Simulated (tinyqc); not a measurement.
ESD clamp with bipolar snapback, compact model and design window: one step of the calculation.

The drain junction multiplies the current that enters it: Igen = (M - 1)(Ic + I0), M = 1/(1 - (Vj/BV)^n). The generated holes leave through the substrate resistance and the base of the parasitic npn: Igen = Vb/Rb + Ic/be, Ic = Is exp(Vb/Vt). Terminal current I = Ic + I0 + Igen and voltage V = Vj + I Ro, per width. Isothermal, constant gain.

Task. Base voltage at the failure current. I(Vb) = Ic (1 + 1/be) + I0 + Vb/Rb, I' = Ic (1 + 1/be)/Vt + 1/Rb; Vb(new) = Vb - (I - It2)/I'. V follows from the introduction.

Parameters, values chosen for the exercise; values close to those of grounded-gate n-channel clamps:

| symbol | value | unit | meaning |
|---|---|---|---|
| T | 300 | K | temperature |
| BV | 6.6 | V | junction breakdown voltage |
| n | 4.3 |  | exponent of the multiplication |
| be | 9.4 |  | current gain of the parasitic npn |
| Is | 5.4e-18 | A/um | saturation current |
| I0 | 5.4e-11 | A/um | junction leakage |
| Rb | 11000 | ohm um | substrate resistance |
| Ro | 380 | ohm um | drain ballast and contact resistance |
| It2 | 6.5 | mA/um | failure current for 100 ns |

Constants: q = 1.602176634e-19 C, kB = 1.380649e-23 J/K, Vt = kB T/q. Results are converted to the units shown.

Vb after iteration 1 = 2.2228821 V

Give: I; V; I'; Vb after iteration 2.

Result.

I = 1.315e23 mA/um
V = 4.999e22 V
I' = 5.088e24 mS/um
Vb after iteration 2 = 2.197 V

Computed by the program tinyqc: `OMP_NUM_THREADS=1 python tinyqc.py 2670128 2670129 out.jsonl`, one thread of a shared Intel Xeon 2.30GHz, about 0.02 s for the whole run.
